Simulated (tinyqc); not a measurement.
Inside a calculation. Method: tight binding, honeycomb lattice. Computed by tinyqc, a small Python program that keeps every step. Settings: t1 = 1.68, t2 = 0.15, phi = 1.57, delta = 0.76, points = 6. Command: `OMP_NUM_THREADS=1 python tinyqc.py 26639 26640 out.jsonl` (the two numbers bound the seeds that draw the settings). One thread of a shared host (Intel(R) Xeon(R) Processor @ 2.60GHz), about 0.01 s of CPU time with the checks.

## Bloch Hamiltonian at k

Parameters chosen for this model:
```
parameter     value                        unit
t1         1.680000                 eV, nearest
t2         0.150000       eV, second neighbours
phi        1.570000  rad, phase of t2 (Haldane)
delta      0.760000          eV, +/- on A and B
```

k point k (fractions of the reciprocal vectors): [0.480000, -0.210000]

H_AB = -t1 (1 + exp(-i k.a1) + exp(-i k.a2)); H_AA = delta - 2 t2 sum cos(k.b + phi), H_BB = -delta - 2 t2 sum cos(k.b - phi), b = a1, a2 - a1, -a2.

H(k) at k (eV), order A, B:
```
[[1.367373, -0.431046-1.416660i],
 [-0.431046+1.416660i, -1.366842]]
```

## Levels at k

Diagonalise the Hermitian matrix.

eigenvalues (eV): [-2.015103, 2.015634]

weights |c|^2 of the basis functions, order A, B:
```
[[0.160829, 0.839171],
 [0.839171, 0.160829]]
```

## Bloch Hamiltonian at K

k point K (fractions of the reciprocal vectors): [0.333333, 0.666667]

As before.

H(k) at K (eV), order A, B:
```
[[1.539781, 0.000000],
 [0.000000, -1.539064]]
```

## Levels at K

As before.

eigenvalues (eV): [-1.539064, 1.539781]

weights |c|^2 of the basis functions, order A, B:
```
[[0.000000, 1.000000],
 [1.000000, 0.000000]]
```

## Bands along a path

The same steps at evenly spaced points between the labelled ones.

Bands along the path (eV):
```
k             band 1    band 2
G          -5.097696  5.096263
G-K 0.25   -4.659609  4.658543
G-K 0.50   -3.511474  3.511235
G-K 0.75   -2.161242  2.161720
K          -1.539064  1.539781
K-M 0.25   -1.638957  1.639632
K-M 0.50   -1.803704  1.804293
K-M 0.75   -1.893332  1.893841
M          -1.843670  1.844148
M-K' 0.25  -1.629955  1.630464
M-K' 0.50  -1.245738  1.246327
M-K' 0.75  -0.696458  0.697134
K'         -0.019064  0.019781
```

With 1 band(s) filled, the highest filled level on these points lies at K' and the lowest empty one at K': a gap of 0.0388 eV, direct.
